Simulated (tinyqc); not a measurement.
Tersoff bond-order potential: one step, computed by the program tinyqc.

E = (1/2) sum_(i, j != i) [A exp(-lambda r_ij) - b_ij B exp(-mu r_ij)], b_ij = (1 + (beta zeta_ij)^n)^(-1/(2n)), zeta_ij = sum_(k != i, j) g(theta_ijk), g = 1 + c^2/d^2 - c^2/(d^2 + (h - cos theta)^2), with theta at atom i. Only nearest neighbours count (cut-off function 1 for them, 0 beyond).

Task: An open trimer. Atom 1 binds atoms 2 and 3, which do not interact. b_12 = b_13 follow from zeta = g(theta); b_21 = b_31 = 1. E = sum over the two bonds of A exp(-lambda r) - (b + 1)/2 B exp(-mu r).

Inputs (values chosen for the exercise, modelled on germanium): A = 1753.9 eV; B = 425.54 eV; lambda = 2.4451 1/angstrom; mu = 1.7047 1/angstrom; beta = 8.35e-07; n = 0.7656; c = 107600; d = 15.71; h = -0.4535; bond length r_12 = 2.51 angstrom; bond length r_13 = 2.32 angstrom; angle theta at atom 1 = 149 degrees.

Give: g(theta); bond order b_12; repulsive terms; attractive terms B exp(-mu r); energy of the trimer.

Result:

g(theta) = 30952

bond order b_12 = 0.9621

repulsive terms (eV): [3.790, 6.031]

attractive terms B exp(-mu r) (eV): [5.898, 8.154]

energy of the trimer = -3.964 eV

g is least (g = 1) at cos theta = h, 117.0 degrees, wider than the tetrahedral 109.47.
